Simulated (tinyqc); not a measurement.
Two branches across an indirect gap: complex band structure along [001] in sp3s* tight binding.

For k = (0, 0, kz) the phase sums are g0 = cos(phi) and g3 = i sin(phi), phi = kz a/4, and the s, pz, s* orbitals of anion (a) and cation (c) decouple from px, py. With z = exp(i phi), H(z) = H0 + z T + T^T/z for any complex z. H0 is diagonal (Esa, Epa, Exa, Esc, Epc, Exc). The anion-cation block is B(z) = z U + W/z and the cation-anion block z W^T + U^T/z, where U has Vss/2 (s,s), Vsapc/2 (s,z), -Vscpa/2 (z,s), Vxx/2 (z,z), Vxapc/2 (s*,z), -Vpaxc/2 (z,s*), and W has the same values with the s-z and s*-z signs reversed. |z| = 1 is a band state, |z| < 1 decays along [001] as exp(-kappa d) over a distance d, kappa = -(4/a) ln|z|. No spin-orbit coupling.

Values chosen for the exercise (out of a larger set: near a published set for GaP, fitted to gaps, whose masses and valley positions are rough (light masses up to twice too heavy); not measured data):

| symbol | value | unit | meaning |
|---|---|---|---|
| p | (-8.166, 1.126, -2.211, 4.123, 8.492, 7.175, -7.509, 2.143, 5.132, 4.267, 6.349, 4.627, 5.126) | eV | order Esa, Epa, Esc, Epc, Exa, Exc, Vss, Vxx, Vxy, Vsapc, Vscpa, Vxapc, Vpaxc |
| a | 5.456 | angstrom | lattice constant |
| Eg | 2.351 | eV | top of the energy range, the indirect gap |

Ev = 0.00955 eV

The smallest kappa with Re kz = 0 and the smallest with Re kz > 0, at energies E from Ev; a dash: no such root.

Decay constants:

| E/Eg | E (eV) | kappa at Gamma (1/angstrom) | kappa off Gamma (1/angstrom) | its Re kz (2 pi/a) |
|---|---|---|---|---|
| 0.05 | 0.1176 | 0.0663 | 0.7182 | 0.837 |
| 0.20 | 0.4702 | 0.1258 | 0.6743 | 0.843 |
| 0.35 | 0.8228 | 0.1566 | 0.6246 | 0.850 |
| 0.50 | 1.1755 | 0.1742 | 0.5668 | 0.858 |
| 0.65 | 1.5281 | 0.1816 | 0.4974 | 0.870 |
| 0.80 | 1.8808 | 0.1790 | 0.4084 | 0.889 |
| 0.90 | 2.1159 | 0.1704 | 0.3273 | 0.913 |
| 0.97 | 2.2805 | 0.1601 | 0.2412 | 0.989 |

What does the comparison show, and why?

The branch at Gamma decays more slowly on all rows listed; the other takes over only closer to its band edge, where its kappa goes to zero. The two differ in Re kz, so passing from one to the other needs kz from an abrupt interface, a steep field, a phonon or a defect. Valleys off the [001] axis, such as L, are not seen on these branches.

Computed by tinyqc, a small Python program: `OMP_NUM_THREADS=1 python tinyqc.py 1451307 1451308 out.jsonl` (the numbers bound the seed that draws the inputs); one thread of a shared host (Intel(R) Xeon(R) Processor @ 2.30GHz), about 0.01 s for the whole set of steps.
